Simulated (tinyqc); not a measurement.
Inside a calculation. Method: tight binding, kagome lattice. Computed by tinyqc, a small Python program that keeps every step. Settings: t1 = 1.98, t2 = 1.56, delta = -0.35, bands filled = 1. Command: `OMP_NUM_THREADS=1 python tinyqc.py 30740 30741 out.jsonl` (the two numbers bound the seeds that draw the settings). One thread of a shared host (Intel(R) Xeon(R) Processor @ 2.60GHz), about 0.01 s of CPU time with the checks.

## Bloch Hamiltonian at k

Parameters chosen for this model:
```
parameter      value                unit
t1          1.980000    eV, up triangles
t2          1.560000  eV, down triangles
delta      -0.350000        eV on site C
```

k point k (fractions of the reciprocal vectors): -0.440000  0.000000

H_AB = -t1 - t2 exp(-i k.a1), H_AC = -t1 - t2 exp(-i k.a2), H_BC = -t1 - t2 exp(i k.(a1 - a2)), H_CC = delta.

H(k) at k (eV), lower triangle (Hermitian):
```
                     A                    B          C
A             0.000000
B  -0.529549+0.574274i             0.000000
C            -3.540000  -0.529549-0.574274i  -0.350000
```

## Levels at k

Diagonalise the Hermitian matrix.

eigenvalues (eV): -4.022542  0.302986  3.369556

weights |c|^2 of the basis functions:
```
     band 1    band 2    band 3
A  0.442935  0.031088  0.525977
B  0.070098  0.929830  0.000073
C  0.486967  0.039083  0.473951
```

## Bloch Hamiltonian at K

k point K (fractions of the reciprocal vectors): 0.333333  0.666667

As before.

H(k) at K (eV), lower triangle (Hermitian):
```
                     A                    B          C
A             0.000000
B  -1.200000-1.351000i             0.000000
C  -1.200000+1.351000i  -1.200000-1.351000i  -0.350000
```

## Levels at K

As before.

eigenvalues (eV): -2.530085  -1.248332  3.428416

weights |c|^2 of the basis functions:
```
     band 1    band 2    band 3
A  0.294684  0.357629  0.347687
B  0.294684  0.357629  0.347687
C  0.410632  0.284742  0.304626
```

## Bands along a path

The same steps at evenly spaced points between the labelled ones.

Bands along the path (eV):
```
k             band 1     band 2    band 3
G          -7.199258   3.309258  3.540000
G-K 0.25   -6.729491   2.882384  3.497107
G-K 0.50   -5.449780   1.622495  3.477285
G-K 0.75   -3.732217  -0.075550  3.457767
K          -2.530085  -1.248332  3.428416
K-M 0.25   -2.899548  -0.860189  3.409737
K-M 0.50   -3.375635  -0.364963  3.390598
K-M 0.75   -3.699236  -0.026112  3.375348
M          -3.811821   0.092434  3.369388
M-K' 0.25  -3.699236  -0.026112  3.375348
M-K' 0.50  -3.375635  -0.364963  3.390598
M-K' 0.75  -2.899548  -0.860189  3.409737
K'         -2.530085  -1.248332  3.428416
```

With 1 band(s) filled, the highest filled level on these points lies at K and the lowest empty one at K: a gap of 1.2818 eV, direct.
